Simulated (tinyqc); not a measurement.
# AlGaN/GaN HEMT with access regions, lumped model: effect of the share of the drain-access electrons removed by traps

A polarisation-induced electron sheet under a Schottky gate, in series with two ungated access regions and contacts. Drift law v = mu E/(1 + mu E/vs) under the gate. Currents in mA/mm, resistances in ohm mm. No self-heating, no channel-length modulation; fits for polarisation, barrier and offset are chosen for the exercise.

sigma = (5e13 x + 1.6e13 x^2) cm^-2, phiB = 0.84 + 1.3 x, dEc = 0.7 (1.71 x + x^2) in volts, Cb = eps0 eps_r/d, VT = phiB - dEc - q sigma/Cb, access density n0 = -Cb VT/q. Access resistance R(L, n) = L/(q mu n sqrt(1 - (I/(q n vs))^2)); Rs = Rc + R(Ls, n0), Rd = Rc + R(Ld, (1 - ft) n0). Vg' = Vg - I Rs, Vd' = Vd - I (Rs + Rd); with u = Vg' - VT, Vc = vs Lg/mu and w the smaller of Vd' and Vc [sqrt(1 + 2 u/Vc) - 1] (0 if negative), the channel gives (mu Cb/Lg)(u w - w^2/2)/(1 + w/Vc). I equals that channel current. Isat is I at Vd = 10 V, gm = dIsat/dVg, Ron the limit of Vd/I at small Vd.

Parameters, values chosen for the exercise; values close to those of AlGaN/GaN structures:
- x = 0.2 (aluminium share of the barrier)
- d = 15 nm (barrier thickness)
- eps_r = 9.3 (relative permittivity of barrier and channel)
- mu = 1800 cm^2/(V s) (channel mobility)
- vs = 1.4e7 cm/s (saturation velocity)
- Lg = 1.5 um (gate length)
- Ls = 1 um (source access length)
- Ld = 12 um (drain access length)
- Rc = 0.18 ohm mm (resistance of each contact)
- Vg = 0.5 V (gate voltage)

Constants: q = 1.602176634e-19 C, eps0 = 8.8541878128e-14 F/cm where lengths are in cm. Results are converted to the units shown.

The same in every row: VT (V) = -2.273; n0 (cm^-2) = 7.787e12.

Results:
```
ft	Ron (ohm mm)	Isat (mA/mm)	gm (mS/mm)
0	6.696	680.0	321.8
0.1	7.290	680.0	321.8
0.2	8.032	680.0	321.8
0.3	8.986	680.0	321.8
0.4	10.26	680.0	321.8
0.5	12.04	598.0	26.42
0.7	19.16	371.9	3.188
```

Estimate the missing row, ft = 0.6.

Computed row:
```
ft	Ron (ohm mm)	Isat (mA/mm)	gm (mS/mm)
0.6	14.71	488.6	8.774
```

With this row back in the table: As ft goes from 0 to 0.7, Ron rises from 6.70 to 19.2 ohm mm, Isat falls from 680 to 372 mA/mm and gm falls from 322 to 3.19 mS/mm. The ceiling Cb vs is 769 mS/mm. For ft = 0 to 0.5 the power passes 5 W/mm, where self-heating, left out here, lowers the current. For ft = 0.5 to 0.7 the gated channel is not yet saturated at 10 V, because the access regions take the voltage, and gm drops.

Computed by the program tinyqc: `OMP_NUM_THREADS=1 python tinyqc.py 2570134 2570135 out.jsonl`, one thread of a shared Intel Xeon 2.30GHz, about 0.04 s for the whole run.
